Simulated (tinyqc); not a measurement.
## CMOS inverter, nodal equation and switching: effect of the temperature

An n-channel pull-down (bn, VTn) and a p-channel pull-up (bp, VTp) share the input Vin and the output node Vout, which carries the load C. Transistor (EKV form, voltages against the body): I = 2 n b Vt^2 [F(vp - Vs) - F(vp - Vd)] from drain to source, F(v) = ln^2(1 + exp(v/(2 Vt))), vp = (Vg - VT + sg |Vd - Vs|)/n. n-channel bodies are at 0; for the p-channel device all voltages are counted down from Vdd. b in uA/V^2 gives I in uA. Static: In = Ip. Transient: C dVout/dt = Ip - In. No velocity saturation, no gate capacitance beyond C.

VM solves In = Ip with Vin = Vout; VIL and VIH are the inputs of gain -1, NML = VIL - Vout(VIH), NMH = Vout(VIL) - VIH. For a step input the delay to Vdd/2 is tHL = C times the integral of dV/(In - Ip) from Vdd/2 to Vdd at Vin = Vdd, and tLH likewise with Ip - In from 0 to Vdd/2 at Vin = 0. Thresholds, gain factors and n are held fixed.

Inputs (values chosen for the exercise): supply voltage Vdd = 0.6 V; slope factor n = 1.33; drain-induced barrier lowering sg = 0.119; n-channel threshold VTn = 0.45 V; p-channel threshold (magnitude) VTp = 0.31 V; gain factor of the pull-down transistor bn = 560 uA/V^2; gain factor of the pull-up transistor bp = 560 uA/V^2; load capacitance C = 1.1 fF.

Constants: q = 1.602176634e-19 C, kB = 1.380649e-23 J/K, Vt = kB T/q. Results are converted to the units shown.

Result of one run:
```
T (K)	VM (V)	gain at VM	NML (V)	NMH (V)	tHL (ps)	tLH (ps)
280	0.3626	-8.399	0.3031	0.1631	37.12	13.30
```

What becomes of these results when the temperature T is changed from 280 to 340 K, all else the same?

Result of the changed run:
```
T (K)	VM (V)	gain at VM	NML (V)	NMH (V)	tHL (ps)	tLH (ps)
340	0.3625	-8.375	0.2956	0.1556	36.08	13.25
```

The whole series:
```
T (K)	VM (V)	gain at VM	NML (V)	NMH (V)	tHL (ps)	tLH (ps)
220	0.3626	-8.403	0.3105	0.1705	37.78	13.31
250	0.3626	-8.402	0.3068	0.1668	37.50	13.31
280	0.3626	-8.399	0.3031	0.1631	37.12	13.30
310	0.3626	-8.391	0.2994	0.1594	36.64	13.28
340	0.3625	-8.375	0.2956	0.1556	36.08	13.25
370	0.3625	-8.348	0.2919	0.1519	35.44	13.22
400	0.3625	-8.305	0.2881	0.1481	34.75	13.17
430	0.3625	-8.243	0.2843	0.1443	34.01	13.11
```

As T goes from 220 to 430 K, VM stays near 0.363 V, the size of the gain falls from 8.40 to 8.24, tHL falls from 37.8 to 34.0 ps and tLH falls from 13.3 to 13.1 ps. The smaller margin is largest, 0.170 V, at T = 220 K among the rows.

Computed by the program tinyqc: `OMP_NUM_THREADS=1 python tinyqc.py 2340057 2340058 out.jsonl`, one thread of a shared Intel Xeon 2.30GHz, about 0.04 s for the whole run.
